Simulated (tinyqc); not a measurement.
# Worked calculation: van der Pauw, Hall and four-point-probe measurements on a doped layer

Numbers from tinyqc (`OMP_NUM_THREADS=1 python tinyqc.py 2850168 2850169 out.jsonl`; about 0.01 s on one thread of a shared Intel Xeon 2.30GHz). Printed values are rounded.

A uniform n-type layer with sheet resistance Rs = 1/(q ns mu), point contacts, low field (mu B small).

Parameters, values chosen for the exercise: sheet density of the layer ns = 5.6e12 cm^-2; drift mobility mu = 420 cm^2/(V s); Hall factor rH = 0.8; magnetic field B = 0.55 T; current I = 10 uA; side ratio a/b of a rectangular sample with corner contacts ar = 1.99; thickness of the layer t = 16 nm.

Constants: q = 1.602176634e-19 C. Results are converted to the units shown.

## Resistances and Hall voltage

Rs = 1/(q ns mu). For a rectangle with contacts at the corners, RA = (8 Rs/pi) sum_(k>=0) ln coth((2k + 1) pi a/(2 b)) with current along a short side b and voltage along the opposite one, RB the same with a and b exchanged; Hall voltage VH = rH B I/(q ns), negative for electrons.

Rs = 2653.703 ohm/square
RA = 26.04447 ohm
RB = 2951.848 ohm
VH = -0.4904043 mV

RB/RA = 113; for a square both equal Rs ln 2/pi = 586 ohm.

## Starting value

z = 2 ln 2/(pi (RA + RB)), exact for RA = RB.

z at the start = 0.1481824 mS

## Iteration 1: new z

The van der Pauw equation exp(-pi RA z) + exp(-pi RB z) = 1 is solved for z = 1/Rs: e1 = exp(-pi RA z), e2 = exp(-pi RB z), f = e1 + e2 - 1, f' = -pi (RA e1 + RB e2), z(new) = z - f/f'.

e1 = 0.9879488
e2 = 0.2530496
f = 0.2409983
f' = -2.427491 kohm
z after iteration 1 = 0.2474611 mS

## Iteration 2: new z

As before.

e1 = 0.9799561
e2 = 0.1007783
f = 0.08073439
f' = -1.014749 kohm
z after iteration 2 = 0.3270221 mS

## Iteration 3: new z

As before.

e1 = 0.9735975
e2 = 0.04818824
f = 0.02178573
f' = -0.5265347 kohm
z after iteration 3 = 0.3683977 mS

## Course of the iteration

Stop when the step is below 1e-10 mS, or after 40 iterations.

Course of the iteration:
```
iteration  z before the step (mS)  step (mS)
1                       0.1481824     0.0993
2                       0.2474611     0.0796
3                       0.3270221     0.0414
4                       0.3683977    8.18e-3
5                       0.3765764    2.55e-4
6                       0.3768317    2.37e-7
7                       0.3768319   2.04e-13
```

Converged in 7 iterations.

## Sheet density, mobility and bulk values

converged z = 0.3768319 mS

Rs = 1/z; Hall sheet density B I/(q |VH|); Hall mobility |VH|/(Rs B I); true values ns = rH times the Hall density, mu = Hall mobility/rH; bulk density ns/t, resistivity Rs t; correction factor F = Rs/[(pi/ln 2)(RA + RB)/2].

Rs = 2653.703 ohm/square
Hall sheet density = 7e12 cm^-2
Hall mobility = 336 cm^2/(V s)
ns = 5.6e12 cm^-2
mu = 420 cm^2/(V s)
bulk density = 3.5e18 cm^-3
resistivity = 0.004245925 ohm cm
F = 0.3932320

Taking the mean of RA and RB without F would overstate Rs by 150 %.
